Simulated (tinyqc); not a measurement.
Chemically amplified photoresist: aerial image, acid generation, bake, development and line width: one step, computed by the program tinyqc. Command: `OMP_NUM_THREADS=1 python tinyqc.py 3026531 3026532 out.jsonl resist walk`. One thread of a shared host (Intel(R) Xeon(R) Processor @ 2.30GHz), about 0.02 s of CPU time with the checks.

Lines and spaces of pitch p with a two-beam-like image; x = 0 is the middle of the bright space. The resist is positive and treated as uniform in depth.

Question. Photon statistics at the edge. Dose E(x) = E [1 + c cos(2 pi x/p)]; acid h = 1 - exp(-C E(x)). Bake: the acid image is blurred by a Gaussian of variance sigma^2 = 2 D t (each Fourier term k of h, taken on 64 points, is multiplied by exp(-4 pi^2 k^2 D t/p^2)). The edge lies at x = width/2. Absorbed photons per volume N = E(edge) alpha/(photon energy), 1 mJ/cm^2 = 62.41509 eV/nm^2, alpha in 1/nm; a Gaussian blur averages over a volume V = (2 sqrt(pi) sigma)^3; relative noise 1/sqrt(N V); edge noise sigma_x = (dh/d ln E) noise/|dh/dx|, with both derivatives of the blurred acid at the edge.

Inputs (values chosen for the exercise, for a model resist at 13.5 nm): pitch p = 39 nm; image contrast c = 0.78; mean dose E = 7.84 mJ/cm^2; Dill parameter C = 0.025 cm^2/mJ; acid diffusivity D = 0.084 nm^2/s; bake time t = 90 s; photon energy = 91.84 eV; absorption coefficient alpha = 6 1/um.

space width = 20.35701 nm

diffusion length sigma = sqrt(2 D t) = 3.888444 nm

Give: absorbed photons N; photons in the blur volume; edge noise from photons.

Answer.

absorbed photons N = 0.030249 1/nm^3

photons in the blur volume = 79.222

edge noise from photons = 1.0109 nm

Caution: lateral development, standing waves and the joint diffusion of acid and quencher are left out, so widths are indicative. Caution: the noise counts photons alone (acid and quencher statistics add to it) and takes the film as thicker than the blur; a thinner film averages in two dimensions only.
